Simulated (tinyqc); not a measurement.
Nudged elastic band on a two-dimensional model surface: one step, computed by the program tinyqc.

V(x, y) = -A (cos kx + cos ky) - B cos kx cos ky + (C sin ky + S sin kx)(1 - cos kx), k = 2 pi/a; the atom hops from the minimum at (0, 0) to that at (a, 0).

Question. Iteration 2. Tangent at image i: towards the higher neighbour if the energies rise or fall through i; at a maximum or minimum, tau = t+ dmax + t- dmin if V(i+1) > V(i-1), else t+ dmin + t- dmax, with t+ = R(i+1) - R(i), t- = R(i) - R(i-1) and dmax, dmin the larger and smaller of |V(i+1) - V(i)| and |V(i-1) - V(i)|; then normalise. Force F = -grad V + (grad V.tau) tau + k_s (|t+| - |t-|) tau. Update R(new) = R + eta F; the end points stay fixed.

Inputs (values chosen for the exercise, for a model surface): amplitude A = 0.33 eV; amplitude B = -0.065 eV; skew C = 0.15 eV; asymmetry S = 0.027 eV; period a = 3.7 angstrom; spring constant k_s = 0.45 eV/angstrom^2; step factor eta = 0.4 angstrom^2/eV.

Surface: adatom on a square lattice. Climbing image: off.

images after iteration 1 (angstrom), rows image 1, image 2, image 3, columns x, y:
```
[[0.925000, -0.101889],
 [1.850000, -0.203779],
 [2.775000, -0.101889]]
```

positions (angstrom), rows start, end, saddle, columns x, y:
```
[[0.000000, 0.000000],
 [3.700000, 0.000000],
 [1.693618, -0.379133]]
```

Give: unit tangents; forces; images after iteration 2.

Answer.

unit tangents, rows image 1, image 2, image 3, columns x, y:
```
[[0.99399, -0.10949],
 [0.99990, -0.01433],
 [0.99399, 0.10949]]
```

forces (eV/angstrom), rows image 1, image 2, image 3, columns x, y:
```
[[-0.02225, -0.20196],
 [-0.00359, -0.25037],
 [0.02115, -0.19198]]
```

images after iteration 2 (angstrom), rows image 1, image 2, image 3, columns x, y:
```
[[0.9161, -0.1827],
 [1.8486, -0.3039],
 [2.7835, -0.1787]]
```
